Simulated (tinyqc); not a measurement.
Worked calculation: out-diffusion of a doped substrate or buried layer into a growing epitaxial film. Computed by tinyqc, a small Python program that keeps every step. Command: `OMP_NUM_THREADS=1 python tinyqc.py 3009944 3009945 out.jsonl buried walk`. One thread of a shared host (Intel(R) Xeon(R) Processor @ 2.30GHz), about 0.01 s of CPU time with the checks. Intermediate numbers are printed to about 5 digits and carried at full precision; extremes and crossings named in words are read from the listed rows.

x is counted from the original substrate surface into the film, whose surface moves as x = v t. Substrate dopant has one diffusivity; the dopant of the film is taken as uniform.

Inputs (values chosen for the exercise, modelled on arsenic in silicon):
```
quantity,value,unit
prefactor D0,8.21,cm^2/s
activation energy E,3.95,eV
substrate concentration C_s,3.3e+19,1/cm^3
film doping C_e,3.1e+16,1/cm^3
growth rate v,0.079,um/min
film thickness d,3.4,um
growth temperature T,1200,C
"autodoping level at the start, as a share of C_s",0.0002,-
decay length of autodoping,0.59,um
later thermal budget (Dt)2,4.9e-11,cm^2
```

Film doping: same type as the substrate.

Constants: k_B = 8.617333262e-05 eV/K.

## Scales

D = D0 exp(-E/(k_B T)); growth time t = d/v; l = 2 sqrt(D t); growth number G = v t/l = d/l; 1 um = 1e-4 cm. Temperatures in kelvin are T(C) + 273.15.

diffusivity D = 2.5179e-13 cm^2/s

growth time t = 43.038 min

length l = 0.50998 um

growth number G = 6.6670

The surface outruns diffusion, so the film acts as an infinite medium.

## Moving boundary against the simple erfc

For a surface that grows from dopant-free material and loses none by evaporation, with u = x/l and s = G - u: C/C_s = (1/2) [erfc(u) + (1 + 4 G (G + s)) exp(4 G s) erfc(G + s) - (4G/sqrt(pi)) exp(-u^2)]; for large G it tends to (1/2) erfc(u). Early in the growth G = sqrt(v x_s/(4 D)) for the thickness x_s reached so far; rows give C at the interface (u = 0) and at the surface (u = G).

The first stage of growth:
```
G,C/C_s at the interface,C at the surface (1/cm^3),simple erfc there (1/cm^3),ratio,thickness x_s (nm)
0.10,0.82403,2.6188e+19,1.4644e+19,1.7883,7.6493e-01
0.25,0.67967,1.8121e+19,1.1941e+19,1.5176,4.7808e+00
0.50,0.57719,9.2353e+18,7.9118e+18,1.1673,1.9123e+01
0.75,0.53808,4.3427e+18,4.7659e+18,0.9112,4.3027e+01
1.00,0.52090,1.8741e+18,2.5954e+18,0.7221,7.6493e+01
1.50,0.50794,2.6487e+17,5.5927e+17,0.4736,1.7211e+02
2.00,0.50373,2.5266e+16,7.7183e+16,0.3274,3.0597e+02
2.50,0.50202,1.5887e+15,6.7147e+15,0.2366,4.7808e+02
3.00,0.50121,6.4689e+13,3.6449e+14,0.1775,6.8844e+02
```

At the interface the value falls from 0.824 towards 1/2 as G grows; among these rows it is within 1 % of 1/2 from G = 2 on. At the surface the ratio to the simple erfc goes from 1.788 to 0.177: a fixed wall would double the value, while fresh undoped material dilutes a fast-moving surface. The surface value drops below C_e = 3.1e16 by the row at 306 nm; the finished film has G = 6.67. Caution: rows with a thickness or a length l = x_s/G below about 1 nm are formal for a continuum model.

## Transition width

After growth and the later budget: l2 = 2 sqrt(D t + (Dt)2); C(x) = (C_s/2) erfc(x/l2) + share x C_s exp(-x/decay length) for x > 0 (autodoping taken as unchanged by the later budget). The transition x_t solves C(x) = C_e, where the total doping is twice the intended value. Usable film = d - x_t. Also give x_t for the erfc term alone, after growth and after the later budget.

length l2 = 0.52885 um

x_t after growth, erfc alone = 1.1210 um

x_t after the later budget, erfc alone = 1.1625 um

x_t with autodoping = 1.1658 um

usable film = 2.2342 um

Solid-state diffusion sets the transition. The later budget is 0.075 times that of the growth. Caution: the substrate doping is comparable to or above the intrinsic density at growth temperature, so the diffusivity may be higher on that side.

## Profile in the film

Positions are 0.05, 0.2, 0.4, 0.6, 0.8, 1, 1.25 and 1.5 of x_t with autodoping (any beyond the film thickness are formal); net doping = C + C_e.

Concentrations (1/cm^3):
```
x/x_t,x (um),diffusion,autodoping,net doping
0.05,0.0583,1.4456e+19,5.9791e+15,1.4493e+19
0.20,0.2332,8.7936e+18,4.4454e+15,8.8290e+18
0.40,0.4663,3.5043e+18,2.9942e+15,3.5383e+18
0.60,0.6995,1.0132e+18,2.0167e+15,1.0462e+18
0.80,0.9327,2.0837e+17,1.3584e+15,2.4073e+17
1.00,1.1658,3.0085e+16,9.1493e+14,6.2000e+16
1.25,1.4573,1.6070e+15,5.5828e+14,3.3165e+16
1.50,1.7487,4.8175e+13,3.4065e+14,3.1389e+16
```

Checks made by the program: conservation of dopant by the moving-boundary solution (relative difference below 1e-10).
